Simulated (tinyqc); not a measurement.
Worked calculation: Fermi-Dirac statistics of conduction electrons. Values are carried at full precision from step to step, so a last printed digit may differ when a step is redone from the rounded ones.

Constants: hbar^2/2m0 = 3.80998211 eV angstrom^2; kB = 8.617333262e-05 eV/K; e^2/(4 pi eps0) = 14.39964547 eV angstrom.

Parameters, chosen for this exercise (near those of GaN, lowest valleys alone; shifted at random, so the results belong to these values and not to a real crystal): m = 0.194 m0 (density-of-states mass of the conduction band); T = 335 K; n = 1.4e+17 1/cm^3 (electron density); eps = 9.74 (static dielectric constant); alpha = 0.19 1/eV (non-parabolicity).

## Reduced density

N = 2 (m kB T/(4 pi c))^(3/2) with c = hbar^2/2m0, in 1/angstrom^3; times 1e24 for 1/cm^3; u = n/Nc.

kT = 0.028868 eV
Nc = 2.5302e+18 1/cm^3
u = n/Nc = 0.055331

## Reduced Fermi level by five rules

F_j(eta) = (1/Gamma(j + 1)) integral_0^infinity x^j dx/(1 + exp(x - eta)), which tends to exp(eta) for eta << 0.

With u = n/Nc: Boltzmann eta = ln u; Joyce-Dixon eta = ln u + u/sqrt(8) - 4.95009e-3 u^2 + 1.48386e-4 u^3 - 4.42563e-6 u^4; Nilsson eta = ln u/(1 - u^2) + v/(1 + (0.24 + 1.08 v)^-2) with v = (3 sqrt(pi) u/4)^(2/3); fully degenerate limit eta = v; exact: F_1/2(eta) = u.

Find eta = (EF - Ec)/kT by each rule.

eta: Boltzmann -2.894, Joyce-Dixon -2.875, Nilsson -2.876, degenerate 0.176, exact -2.875

Against the exact value the errors are Boltzmann -0.020, Joyce-Dixon 0.000, Nilsson -0.001, degenerate limit +3.050 (in kT).

## Exact eta by Newton steps

Solve ln F_1/2(eta) = ln u from the Boltzmann value; dF_1/2/d eta = F_-1/2, so the step is -ln(F_1/2/u) F_1/2/F_-1/2. Stop below 1e-9.

Newton steps:
```
step        eta      F_1/2     F_-1/2  step taken
1     -2.894423  0.0542800  0.0532595      0.0195
2     -2.874879  0.0553308  0.0542707    3.54e-06
3     -2.874876  0.0553309  0.0542709    1.18e-13
```

Converged in 3 steps.

## Mean energy, Einstein relation and screening

eta = -2.87488

Mean kinetic energy <E> = (3/2) kT F_3/2/F_1/2; D/mu = (kT/e) F_1/2/F_-1/2; dn/dEF = (Nc/kT) F_-1/2; screening length L = (4 pi (e^2/(4 pi eps0)) (dn/dEF)/eps)^(-1/2), with dn/dEF in 1/(angstrom^3 eV) (1/cm^3 = 1e-24/angstrom^3).

F_-1/2, F_1/2, F_3/2: 0.05427  0.05533  0.05587

<E> = 43.73 meV
D/mu = 29.43 mV
dn/dEF = 4.757e+18 1/(cm^3 eV)
L = 106.4 angstrom

The gas is nearly non-degenerate. D/mu is 1.020 times kT/e and <E> is 1.010 times (3/2) kT; the Debye formula, with n/kT in place of dn/dEF, would give L = 105.4 angstrom.

## Fermi level in the non-parabolic band

Non-parabolic band E (1 + alpha E) = c k^2/m: n = Nc (2/sqrt(pi)) integral_0^infinity sqrt(x (1 + a x)) (1 + 2 a x) dx/(1 + exp(x - eta)) with a = alpha kT and eta = (EF - Ec)/kT; a = 0 gives n = Nc F_1/2(eta).

Solve for eta at the same n.

a = 0.00548
eta = -2.896
EF - Ec = -83.60 meV

The extra states lower EF by 0.61 meV against the parabolic band.

## Checks

- Non-parabolic integral at a = 0 against F_1/2(2): both 2.823721.
- F_1/2(40) against the Sommerfeld form (4/(3 sqrt(pi))) eta^(3/2) (1 + pi^2/(8 eta^2)): both 190.45.

tinyqc: `OMP_NUM_THREADS=1 python tinyqc.py 1651541 1651542 out.jsonl`; about 0.01 s, one thread, shared Intel(R) Xeon(R) Processor @ 2.30GHz.
